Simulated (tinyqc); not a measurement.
# Changing the crystal rotation

Model: crystal pulling from the melt: segregation, interface stability, heat balance and point-defect regime. Computed by tinyqc, a small Python program. Command: `OMP_NUM_THREADS=1 python tinyqc.py 3001980 3001981 out.jsonl pull sweep`. One thread of a shared host (Intel(R) Xeon(R) Processor @ 2.30GHz), about 0.01 s of CPU time with the checks.

A dilute solute; steady pulling with a flat interface unless it is found unstable.

Inputs (values chosen for the exercise, modelled on aluminium in silicon): equilibrium coefficient k0 = 0.0019; initial melt concentration C0 = 2.4e+20 1/cm^3; diffusivity in the melt D = 0.00037 cm^2/s; kinematic viscosity nu = 0.0026 cm^2/s; pull rate V = 0.62 mm/min; frozen fraction g = 0.5.

Loss from the melt surface: none.

Method. delta = 1.61 D^(1/3) nu^(1/6) omega^(-1/2), omega = 2 pi rpm/60; k_eff = k0/[k0 + (1 - k0) exp(-V delta/D)] (Burton, Prim and Slichter); the melt at the interface is enriched by k_eff/k0. Axial profile: C_s = k_eff C0 (1 - g)^(k_eff - 1); bulk melt C_L = C_s/k_eff. Usable fraction: the g at which C_s has changed by 30 % from its first value (0.99 at most).

One run for each value:
```
crystal rotation (rpm)  boundary layer delta (micrometre)      k_eff  enrichment at the interface  usable fraction
1.0                                                1324.5  0.0027481                       1.4464          0.23133
1.8                                                 987.2  0.0025017                       1.3167          0.23128
3.2                                                 740.4  0.0023354                       1.2292          0.23124
5.8                                                 550.0  0.0022147                       1.1656          0.23122
10.0                                                418.8  0.0021353                       1.1238          0.23120
19.0                                                303.9  0.0020679                       1.0884          0.23119
33.0                                                230.6  0.0020261                       1.0664          0.23118
60.0                                                171.0  0.0019927                       1.0488          0.23117
```

Describe and explain the trends.

Over the rows, boundary layer delta (micrometre) falls from 1320 to 171 (exponent d ln y / d ln x about -0.50 throughout); k_eff falls from 0.00275 to 0.00199 (exponent d ln y / d ln x -0.16 between the first rows and -0.028 between the last); enrichment at the interface falls from 1.45 to 1.05 (exponent d ln y / d ln x -0.16 between the first rows and -0.028 between the last). The exponent of boundary layer delta stays at -0.50: the rotating-disc boundary layer.
